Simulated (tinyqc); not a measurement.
Worked calculation: lattice vibrations of a chain. Computed by tinyqc, a small Python program that keeps every step. Command: `OMP_NUM_THREADS=1 python tinyqc.py 25655 25656 out.jsonl` (the two numbers bound the seeds that draw the settings). One thread of a shared host (Intel(R) Xeon(R) Processor @ 2.60GHz), about 0.01 s of CPU time with the checks.

## Dynamical matrix at q = 0.13

A chain moving along its axis:
```
atom   mass (u)  spring to the next atom (eV/angstrom^2)
1     95.800000                                23.100000
2      3.600000                                28.500000
3      8.100000                                 9.500000
4     27.000000                                 4.100000
```

q is in units of 2 pi/a. A spring k from atom i to atom j, n cells on, adds k to Phi_ii and Phi_jj, -k exp(2 pi i q n) to Phi_ij and the conjugate to Phi_ji (for one atom a cell: 2k (1 - cos 2 pi q n)); D_ij = Phi_ij / sqrt(m_i m_j).

D(q) (eV/(angstrom^2 u)):
```
                     1          2          3                    4
1             0.283925  -1.243879   0.000000  -0.055185+0.058766i
2            -1.243879  14.333333  -5.277778             0.000000
3             0.000000  -5.277778   4.691358            -0.642391
4  -0.055185-0.058766i   0.000000  -0.642391             0.503704
```

## Frequencies

omega^2 are the eigenvalues; wavenumber = 521.4708 sqrt(eigenvalue) 1/cm.

eigenvalues: 0.011314  0.431121  2.626328  16.743557

wavenumbers (1/cm): 55.5  342.4  845.1  2133.8

weights |e|^2 of the mass-weighted modes:
```
          mode 1    mode 2    mode 3    mode 4
atom 1  0.728308  0.230155  0.036764  0.004772
atom 2  0.026420  0.000829  0.138458  0.834294
atom 3  0.058117  0.023361  0.757847  0.160675
atom 4  0.187155  0.745655  0.066931  0.000259
```

## Dispersion and heat capacity

C/k_B per atom = mean over q = (j + 1/2)/80, j = 0..39 and all branches of y^2 e^y/(e^y - 1)^2, y = hc wavenumber / k_B T.

Wavenumbers (1/cm):
```
q           branch 1    branch 2    branch 3     branch 4
0.000000    0.000000  347.876675  844.666225  2133.804385
0.062500   26.928052  346.586806  844.769395  2133.803529
0.125000   53.386173  342.800859  845.062574  2133.801091
0.187500   78.849244  336.781830  845.499634  2133.797443
0.250000  102.663345  329.013937  846.012568  2133.793140
0.312500  123.933088  320.289640  846.522711  2133.788837
0.375000  141.364072  311.845952  846.953030  2133.785189
0.437500  153.163734  305.446708  847.239467  2133.782751
0.500000  157.401575  303.010100  847.339845  2133.781895
```

Heat capacity:
```
T (K)  C/k_B per atom
20           0.054121
50           0.141731
100          0.259990
200          0.420028
300          0.523653
600          0.705270
1200         0.874953
```

zero-point energy per atom = 52.727964 meV
